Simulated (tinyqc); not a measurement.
Comparisons within one model: two-band k.p model of the Delta valleys near the X point under shear strain. A value that a table varies takes the place of the one given here.

Valley pair on the [001] axis, kz counted from the X point, c = hbar^2/2m0, k0 = kx0 2 pi/a. H = (c kz^2/ml + c (kx^2 + ky^2)/mt + c k0^2/ml) 1 + (2 c k0 kz/ml) sigma_z + (D exy - 2 c kx ky/Mp) sigma_x, so E = c kz^2/ml + c (kx^2 + ky^2)/mt + c k0^2/ml -/+ sqrt((2 c k0 kz/ml)^2 + (D exy - 2 c kx ky/Mp)^2). Without strain the lower band has its minima, E = 0, at kz = +/- k0. Shifts from diagonal strain are left out.

For |eta| < 1: k_min = k0 sqrt(1 - eta^2), E_min = -Delta eta^2/2, ml(eta) = ml/(1 - eta^2), 1/m[110] = 1/mt + eta/Mp, 1/m[1-10] = 1/mt - eta/Mp. For |eta| > 1 the minimum sits at X: E_min = -Delta (2 |eta| - 1)/2, ml(eta) = ml/(1 - 1/|eta|), and eta is replaced by its sign in the transverse masses. Here Delta = 2 c k0^2/ml and eta = D exy/Delta.

s11 = (C11 + C12)/((C11 - C12)(C11 + 2 C12)), s12 = -C12/((C11 - C12)(C11 + 2 C12)), s44 = 1/C44; exx = s11 sxx + s12 (syy + szz) and cyclic, exy = s44 sxy/2; tension is positive. A uniaxial stress X along the unit vector n is s_ij = X n_i n_j.

Constants: hbar^2/2m0 = 3.80998211 eV angstrom^2; kB = 8.617333262e-05 eV/K.

Values chosen for the exercise (near those of Si; not measured data): a = 5.433 angstrom (lattice constant); ml = 0.906 m0 (longitudinal mass); mt = 0.197 m0 (transverse mass); kx0 = 0.15 2 pi/a (distance of the minimum from X); D = 15.1 eV (shear deformation potential); Mp = 0.236 m0 (coupling mass); C11 = 165.6 GPa; C12 = 64.8 GPa; C44 = 79.3 GPa; Xu = 8.83 eV (uniaxial potential); T = 350 K (temperature); exy = 0.029 (shear strain).

## Sweep of the shear strain

Delta = 2 c k0^2/ml, eta = D exy/Delta.

The minimum:
```
exy       eta  k_min/k0  E_min (meV)  ml(eta)  m[110]  m[1-10]  density-of-states mass
0.0000  0.000     1.000          0.0    0.906  0.1970   0.1970                   0.328
0.0017  0.101     0.995         -1.3    0.915  0.1816   0.2152                   0.330
0.0042  0.251     0.968         -7.9    0.967  0.1629   0.2491                   0.340
0.0084  0.501     0.865        -31.8    1.210  0.1389   0.3387                   0.385
0.0126  0.752     0.659        -71.5    2.083  0.1210   0.5289                   0.511
0.0151  0.901     0.434       -102.7    4.808  0.1124   0.7944                   0.754
0.0201  1.199     0.000       -177.0    5.455  0.1074   1.1921                   0.887
0.0268  1.599     0.000       -278.1    2.419  0.1074   1.1921                   0.676
```

What can be read from the table?

The valleys reach X at eta = 1, that is exy = 0.0168. The shift is quadratic up to eta = 1 (-7.9 meV at eta = 0.25, -31.8 meV at 0.50) and linear beyond, while 1/m[110] rises linearly, taking m[110] from 0.197 to its floor 0.1074, a gain of 83 % in 1/m. ml(eta) diverges at eta = 1; the largest value listed is 5.45. A deformation-potential model with fixed masses misses all of this.

## Tension along [110]: repopulation and mass change

The z valleys move against the x and y valleys by Xu (ezz - exx) and, through the shear, by E_min. Share of the z valleys n = w/(w + 2 exp(dE/kT)), dE the total relative shift, w = sqrt(ml(eta) m[110] m[1-10]/(ml mt^2)). Along [110]: 1/m_c = n/m[110] + (1 - n)(1/ml + 1/mt)/2. Fixed masses means E_min = 0, w = 1, m[110] = mt. Gains are against 3/(1/ml + 2/mt) at a fixed scattering time.

Results:
```
X (GPa)  Xu (ezz - exx) (meV)  E_min (meV)  m[110]  m_c fixed masses  m_c with shear  gain fixed (%)  gain with shear (%)
0.00                      0.0          0.0  0.1970            0.2665          0.2665             0.0                  0.0
0.25                    -10.9         -0.3  0.1896            0.2551          0.2494             4.5                  6.9
0.50                    -21.9         -1.1  0.1827            0.2439          0.2310             9.3                 15.4
1.00                    -43.8         -4.5  0.1703            0.2251          0.1965            18.4                 35.7
1.50                    -65.7        -10.1  0.1594            0.2123          0.1708            25.5                 56.0
2.00                    -87.6        -17.9  0.1499            0.2049          0.1541            30.1                 73.0
3.00                   -131.4        -40.3  0.1339            0.1989          0.1343            34.0                 98.4
```

What can be read from the table?

At 1 GPa repopulation alone gives 18.4 % and the shear terms raise it to 35.7 %. From 2 to 3 GPa the fixed-mass gain grows by 3.9 points, towards its ceiling of 35.3 % when all electrons sit in the z valleys, whereas the gain with shear grows by 25.5 points because m[110] keeps falling.

## What each parameter does

Delta = 2 c k0^2/ml, eta = D exy/Delta. Each row changes one parameter from the base and keeps the others.

Results:
```
case                    eta  E_min (meV)  ml(eta) (m0)  m[110] (m0)  m[1-10] (m0)
base                 1.7302      -311.35        2.1468       0.1074        1.1921
ml = 0.84258 m0      1.6091      -301.83        2.2260       0.1074        1.1921
mt = 0.21079 m0      1.7302      -311.35        2.1468       0.1113        1.9733
kx0 = 0.1605 2 pi/a  1.5112      -293.01        2.6783       0.1074        1.1921
D = 16.157 eV        1.8513      -342.00        1.9703       0.1074        1.1921
Mp = 0.25252 m0      1.7302      -311.35        2.1468       0.1107        0.8960
exy = 0.02697        1.6091      -280.70        2.3936       0.1074        1.1921
```

What can be read from the table?

The largest shifts from the base row, up to three for each result and ties (the steps differ in size, so this ranks the rows, not the parameters). eta: kx0 -0.2190, ml -0.1211, exy -0.1211, D +0.1211; unchanged at the printed digits by mt and Mp. E_min (meV): exy +30.65, D -30.65, kx0 +18.34; unchanged at the printed digits by mt and Mp. ml(eta) (m0): kx0 +0.5315, exy +0.2467, D -0.1765; unchanged at the printed digits by mt and Mp. m[110] (m0): mt +0.0040, Mp +0.0033; unchanged at the printed digits by ml, kx0, D and exy. m[1-10] (m0): mt +0.7812, Mp -0.2961; unchanged at the printed digits by ml, kx0, D and exy.

Computed by tinyqc, a small Python program: `OMP_NUM_THREADS=1 python tinyqc.py 1080571 1080572 out.jsonl` (the numbers bound the seed that draws the inputs); one thread of a shared host (Intel(R) Xeon(R) Processor @ 2.30GHz), about 0.01 s for the whole set of steps.
